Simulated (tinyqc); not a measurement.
# Threshold spread from leakage statistics

Inverse problem. VT is Gaussian with standard deviation s and Ioff goes as exp(-VT/(n Vt)), so Ioff is log-normal: mean/median = exp(w^2/2) with w = s/(n Vt). Find w, s, the relative standard deviation sqrt(exp(w^2) - 1) and the share of devices that leak more than the mean, erfc(w/(2 sqrt(2)))/2.

Inputs (values chosen for the exercise):
- T = 400 K (temperature)
- n = 1.25 (subthreshold factor)

Constants: q = 1.602176634e-19 C, kB = 1.380649e-23 J/K, Vt = kB T/q. Results are converted to the units shown.

mean/median of the off current = 1.1097023

Solution. w = sqrt(2 ln(mean/median)); the mean lies w/2 standard deviations out in ln Ioff.

w = 0.456
s = 19.7 mV
relative standard deviation = 0.481
share above the mean = 41.0 %

Program tinyqc, `OMP_NUM_THREADS=1 python tinyqc.py 2090065 2090066 out.jsonl`; Intel Xeon 2.30GHz, shared host, one thread, about 0.01 s.
